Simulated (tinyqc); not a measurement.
From results back to parameters: deep level as a short-range spherical well. Three cases, with inputs chosen for the exercise.

Problem. Emission rates at T and T2 were computed from hidden Et and sn.

Thermal emission e = sn v Nc exp(-Et/kB T), v = sqrt(6 c kB T/m)/hbar, Nc = 2 gv (m kB T/(4 pi c))^(3/2), c = hbar^2/2m0, one mass for both, degeneracy ratio 1; 1 angstrom = 1e-8 cm.

Constants: hbar^2/2m0 = 3.80998211 eV angstrom^2; kB = 8.617333262e-05 eV/K; hbar = 6.58211957e-16 eV s.

Case 1.

Values chosen (near those of Ge; shifted at random, so the results belong to these values and not to a real crystal): m = 0.122 m0 (mass); gv = 4 (valleys); T = 150 K (temperature); T2 = 190 K (second temperature).

e(T), e(T2) (1/s): 5.462405e-11  9.275544e-07

Case 2.

Values chosen (near those of Si; shifted at random, so the results belong to these values and not to a real crystal): m = 0.27 m0 (mass); gv = 6 (valleys); T = 150 K (temperature); T2 = 190 K (second temperature).

e(T), e(T2) (1/s): 0.0001626598  0.2799344

Case 3.

Values chosen (near those of Ge; shifted at random, so the results belong to these values and not to a real crystal): m = 0.116 m0 (mass); gv = 4 (valleys); T = 250 K (temperature); T2 = 290 K (second temperature).

e(T), e(T2) (1/s): 1.512495  44.21671

Find: Et; sn.

Solution. v Nc goes as T^2, so ln(e/T^2) against 1/T has slope -Et/kB; the intercept gives sn.

Case 1.

Et = 0.569 eV
sn = 0.20 x 1e-16 cm^2

Case 2.

Et = 0.428 eV
sn = 3.4 x 1e-16 cm^2

Case 3.

Et = 0.481 eV
sn = 0.79 x 1e-16 cm^2

Computed by tinyqc, one run a case: `OMP_NUM_THREADS=1 python tinyqc.py N N+1 out.jsonl` with N = 1251828, 1252039, 1252106; one thread of a shared Intel(R) Xeon(R) Processor @ 2.30GHz, about 0.01 s a run at most.
